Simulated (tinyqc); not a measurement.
# Thermal stress, cracking, delamination and buckling of a thin film; Griffith cracks and misfitting inclusions, step by step

A worked calculation. Computed by tinyqc, a small Python program that keeps every step. Command: `OMP_NUM_THREADS=1 python tinyqc.py 3021476 3021477 out.jsonl filmcrack walk`. One thread of a shared host (Intel(R) Xeon(R) Processor @ 2.30GHz), about 0.01 s of CPU time with the checks. Intermediate numbers are printed to about 7 digits and carried at full precision; extremes and crossings named in words are read from the listed rows.

Isotropic linear elasticity; the substrate is much thicker than the film; stress is positive in tension.

Inputs (values chosen for the exercise, modelled on a copper film on silicon):
```
quantity                          value        unit
film Young's modulus E              114         GPa
film Poisson ratio nu              0.35           -
film expansion alpha_f             17.4      1e-6/K
substrate expansion alpha_s         3.4      1e-6/K
deposition temperature T_d          475           K
final temperature T                 300           K
intrinsic stress                     35         MPa
film thickness h                   0.31  micrometre
film toughness Gamma_f              4.3       J/m^2
interface toughness Gamma_i         7.2       J/m^2
substrate Young's modulus E_s       143         GPa
substrate Poisson ratio nu_s       0.25           -
flaw half length a                 0.83  micrometre
substrate surface energy gamma_s    1.1       J/m^2
inclusion radius R                  3.2  micrometre
```

Inclusion: sphere.

## Stress in the film

Thermal strain = (alpha_f - alpha_s)(T_d - T); stress = E/(1 - nu) x strain + intrinsic stress; plane-strain modulus Ebar = E/(1 - nu^2); G0 = stress^2 h/(2 Ebar) is the energy freed per area when a long strip loses its stress across its width.

thermal strain = 0.00245

film stress = 464.6923 MPa

Ebar = 129.9145 GPa

G0 = 0.2576350 J/m^2

The film ends in tension; the thermal part is 430 MPa. Caution: at a stress above 0.4 % of E a ductile film would yield, and the elastic value is then an upper bound; a brittle film in tension cracks instead.

## Elastic mismatch

Dundurs alpha = (Ebar - Ebar_s)/(Ebar + Ebar_s), with Ebar_s = E_s/(1 - nu_s^2). The channel-crack factor is taken as g = 1.258 (1 - alpha)^(-0.7), a rough interpolation chosen for the exercise (1.258 is the value for matched materials).

Dundurs alpha = -0.08008134

factor g = 1.191958

The stiffer substrate holds the crack faces and lowers the driving force.

## Channel cracks and edge delamination

Channel crack through the film: G = pi g G0, critical thickness where G = Gamma_f. Steady delamination from an edge: G = G0, critical thickness where G = Gamma_i.

driving force for channelling = 0.9647525 J/m^2

critical thickness for channelling = 1.381701 micrometre

critical thickness for delamination = 8.663418 micrometre

As the film thickens, channel cracking comes first. At h the film is safe against both. Caution: plastic flow makes a ductile metal film far tougher than the brittle value used here.

## Griffith crack in the substrate

Through crack of length 2a in plane strain: K_Ic = sqrt(2 gamma_s E_s/(1 - nu_s^2)); fracture stress = K_Ic/sqrt(pi a). An edge crack of depth a has K larger by 1.1215.

toughness K_Ic = 0.5792869 MPa m^0.5

fracture stress, inner crack = 358.7399 MPa

fracture stress, edge crack = 319.8751 MPa

The inner crack lowers the strength to 2.5 % of the ideal E_s/10.

## A misfitting inclusion

Film material fills a sphere of radius R in the substrate, with the misfit e = thermal strain (it wants to shrink if e > 0). Radial stress at the wall s0 = e/[(1 - 2 nu)/E + (1 + nu_s)/(2 E_s)]; inside it is uniform and hydrostatic; outside s_rr = s0 (R/r)^3, s_tt = -s_rr/2. Keep-out radius: where |s_rr| falls to 10 MPa (R if it is lower at the wall).

radial stress at the wall s0 = 349.8896 MPa

mean stress inside = 349.8896 MPa

keep-out radius = 10.46631 micrometre

The stress does not depend on R; its reach scales with R. Hydrostatic tension inside drives voids to form.

## Film, cylinder and sphere at the same misfit

Thermal misfit e alone, mean stress = trace/3 and largest difference of principal stresses inside. Film: E e/(1 - nu) in two directions, 0 in the third. Cylinder: s0 = (1 + nu) e/[(1 + nu)(1 - 2 nu)/E + (1 + nu_s)/E_s] twice and s_zz = E e + 2 nu s0. Sphere: e/[(1 - 2 nu)/E + (1 + nu_s)/(2 E_s)] three times.

Stresses inside (MPa):
```
shape           s1        s2        s3      mean  largest difference
film      429.6923  429.6923    0.0000  286.4615            429.6923
cylinder  269.0361  269.0361  467.6253  335.2325            198.5892
sphere    349.8896  349.8896  349.8896  349.8896              0.0000
```

The mean stress in size is 286 MPa in the film, 335 in the cylinder and 350 in the sphere, while the largest difference, twice the largest shear stress, goes from 430 through 199 to 0. In a ductile solid shear can relax by slip and hydrostatic stress cannot, so a confined metal builds up the triaxial stress that opens voids.

Checks made by the program: fracture stress against the maximum of 4 a gamma - pi a^2 s^2/Ebar (relative difference 2e-08).
